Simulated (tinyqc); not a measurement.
Inside a calculation. Method: RKS/PBE in the sto-3g basis, for BeH+, spin multiplicity 1. One step of it, computed by the program tinyqc.

Problem. Iteration 2: DIIS coefficients. Solve [B -1; -1 0][c; lambda] = [0; -1] for the coefficients, which sum to one.

B (overlaps of the stored error matrices):
```
[[3.3035083e-02, 2.9607621e-02],
 [2.9607621e-02, 1.4687794e-01]]
```

Give: DIIS coefficients.

Solution.

DIIS coefficients: [0.9716, 0.0284]
